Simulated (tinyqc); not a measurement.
# Worked calculation: p-n diode, drift-diffusion by the Gummel loop with Scharfetter-Gummel fluxes

Computed by the program tinyqc: `OMP_NUM_THREADS=1 python tinyqc.py 2240099 2240100 out.jsonl`, one thread of a shared Intel Xeon 2.30GHz, about 0.1 s for the whole run. Printed values are rounded.

Abrupt junction at x = 0, p side from -Lp, n side to Ln, ohmic contacts. psi is counted from the intrinsic level; n = ni exp((psi - phin)/Vt), p = ni exp((phip - psi)/Vt). Contacts: p side psi = V - Vt ln(Na/ni), p = Na, n = ni^2/Na; n side psi = Vt ln(Nd/ni), n = Nd, p = ni^2/Nd. Constant mobilities, D = mu Vt, Boltzmann statistics, SRH recombination through a mid-gap level, U = (n p - ni^2)/(tp (n + ni) + tn (p + ni)). Current is positive from the p contact to the n contact.

Values chosen for this exercise; band and dielectric values close to those of cadmium telluride: temperature T = 300 K; band gap Eg = 1.48 eV; relative permittivity eps_r = 10.2; conduction-band density of states at T Nc = 7.88e17 cm^-3; valence-band density of states at T Nv = 1.77e19 cm^-3; acceptor density of the p side Na = 9.6e16 cm^-3; donor density of the n side Nd = 1.8e17 cm^-3; electron mobility mun = 470 cm^2/(V s); hole mobility mup = 49 cm^2/(V s); SRH lifetime of electrons tn = 2e-8 s; SRH lifetime of holes tp = 4e-9 s; uniform generation rate G = 0 cm^-3 s^-1; bias of the p contact V = 0.51 V.

Constants: q = 1.602176634e-19 C, kB = 1.380649e-23 J/K, Vt = kB T/q, eps0 = 8.8541878128e-14 F/cm where lengths are in cm. Results are converted to the units shown.

## Intrinsic density and built-in voltage

ni = sqrt(Nc Nv) exp(-Eg/(2 Vt)), Eg in volts; Vbi = Vt ln(Na Nd/ni^2).

ni = 1.38292e6 cm^-3
Vbi = 1.30696 V

## Round 1: Poisson equation

```
node,x (nm),phin at the start (V),phip at the start (V)
0,-630,0.51,0.51
1,-411,0,0.51
2,-262,0,0.51
3,-160,0,0.51
4,-90.6,0,0.51
5,-43.3,0,0.51
6,-11,0,0.51
7,11,0,0.51
8,60.7,0,0.51
9,173,0,0.51
10,427,0,0.51
11,1000,0,0.51
12,2300,0,0
```

With phin and phip held, solve a_i (psi_(i+1) - psi_i) - a_(i-1) (psi_i - psi_(i-1)) + q w_i (p_i - n_i + C_i) = 0 for the inner nodes by Newton steps to convergence; a_i = eps0 eps_r/h_i, h_i = x_(i+1) - x_i, w_i = (h_(i-1) + h_i)/2, C = -Na or +Nd.

```
node,psi (V),n after Poisson (cm^-3),p after Poisson (cm^-3)
0,-0.135354,1.99215e-5,9.6e16
1,-0.135354,7361.15,9.60000e16
2,-0.135353,7361.63,9.59936e16
3,-0.135207,7403.18,9.54549e16
4,-0.129357,9283.21,7.61235e16
5,-0.028049,4.67298e5,1.51225e15
6,0.256619,2.83016e10,2.49692e10
7,0.552235,2.61785e15,2.69943e5
8,0.659377,1.65135e17,4279.34
9,0.661596,1.79939e17,3927.27
10,0.661605,1.80000e17,3925.95
11,0.661605,1.80000e17,3925.94
12,0.661605,1.8e17,1.06248e-5
```

## Round 1: electron continuity

With psi and p held, F_i = (mun Vt/h_i) [n_(i+1) B(d_i) - n_i B(-d_i)], d_i = (psi_(i+1) - psi_i)/Vt, B(d) = d/(exp(d) - 1); solve F_i - F_(i-1) = w_i [(n_i p_i - ni^2)/den_i - G] for the new n, with den = tp (n + ni) + tn (p + ni) taken at the old n and p, h_i = x_(i+1) - x_i, w_i = (h_(i-1) + h_i)/2; phin = psi - Vt ln(n/ni).

```
node,new n (cm^-3),phin after round 1 (V)
0,1.99215e-5,0.510000
1,2974.97,0.023421
2,5002.66,0.009987
3,6425.35,0.003662
4,9120.55,0.000457
5,4.67255e5,0.000002
6,2.83016e10,0.000000
7,2.61785e15,0.000000
8,1.65135e17,0.000000
9,1.79939e17,0.000000
10,1.80000e17,0.000000
11,1.80000e17,0.000000
12,1.8e17,0.000000
```

## Round 1: hole continuity

With psi and the new n held, F_i = (mup Vt/h_i) [p_(i+1) B(-d_i) - p_i B(d_i)], d_i = (psi_(i+1) - psi_i)/Vt, B(d) = d/(exp(d) - 1); solve F_i - F_(i-1) = w_i [(n_i p_i - ni^2)/den_i - G] for the new p, with den = tp (n + ni) + tn (p + ni) taken at the new n and the old p, h_i = x_(i+1) - x_i, w_i = (h_(i-1) + h_i)/2; phip = psi + Vt ln(p/ni).

```
node,new p (cm^-3),phip after round 1 (V)
0,9.6e16,0.510000
1,9.60000e16,0.510000
2,9.59936e16,0.510000
3,9.54549e16,0.510000
4,7.61235e16,0.510000
5,1.51225e15,0.510000
6,2.49685e10,0.509999
7,2.69887e5,0.509995
8,4207.45,0.509562
9,3286.34,0.505394
10,2230.06,0.495379
11,892.094,0.471693
12,1.06248e-5,0.000000
```

## Course of the Gummel loop

Stop when phin and phip change by less than 1e-8 V, or after 80 rounds. J = Jn at the p contact + Jp at the n contact + q sum w_i U_i - q G sum w_i over the inner nodes, which avoids differences of large majority fluxes: Jn = (q mun Vt/h_0)[n_1 B(d_0) - n_0 B(-d_0)], Jp = (q mup Vt/h_last)[p_(N-1) B(d_last) - p_N B(-d_last)], d_i = (psi_(i+1) - psi_i)/Vt, B(d) = d/(exp(d) - 1), w_i = (h_(i-1) + h_i)/2.

Course of the iteration:
```
round,J (A/cm^2),"largest change of phin, phip (V)"
1,5.02096e-7,0.0383
2,5.02096e-7,1.94e-11
```

Converged in 2 rounds.

## Recombination and current

```
node,converged psi (V),converged n (cm^-3),converged p (cm^-3)
0,-0.135354,1.99215e-5,9.6e16
1,-0.135354,2974.97,9.60000e16
2,-0.135353,5002.66,9.59936e16
3,-0.135207,6425.35,9.54549e16
4,-0.129357,9120.55,7.61235e16
5,-0.028049,4.67255e5,1.51225e15
6,0.256619,2.83016e10,2.49685e10
7,0.552235,2.61785e15,2.69887e5
8,0.659377,1.65135e17,4207.45
9,0.661596,1.79939e17,3286.34
10,0.661605,1.80000e17,2230.06
11,0.661605,1.80000e17,892.094
12,0.661605,1.8e17,1.06248e-5
```

U_i as defined. J = Jn at the p contact + Jp at the n contact + q sum w_i U_i - q G sum w_i over the inner nodes, which avoids differences of large majority fluxes: Jn = (q mun Vt/h_0)[n_1 B(d_0) - n_0 B(-d_0)], Jp = (q mup Vt/h_last)[p_(N-1) B(d_last) - p_N B(-d_last)], d_i = (psi_(i+1) - psi_i)/Vt, B(d) = d/(exp(d) - 1), w_i = (h_(i-1) + h_i)/2.

```
node,U (cm^-3 s^-1)
0,0
1,1.48749e11
2,2.50133e11
3,3.21268e11
4,4.56027e11
5,2.33627e13
6,1.15350e18
7,6.74717e13
8,1.05186e12
9,8.21585e11
10,5.57516e11
11,2.23023e11
12,0
```

Jn at the p contact = 2.64449e-10 A/cm^2
Jp at the n contact = 1.39273e-12 A/cm^2
recombination = 5.01830e-7 A/cm^2
generation = 0 A/cm^2
J = 5.02096e-7 A/cm^2

A 500-node mesh gives J = 1.700e-7 A/cm^2; this mesh differs from it by 3.3e-7 A/cm^2 (200 %).
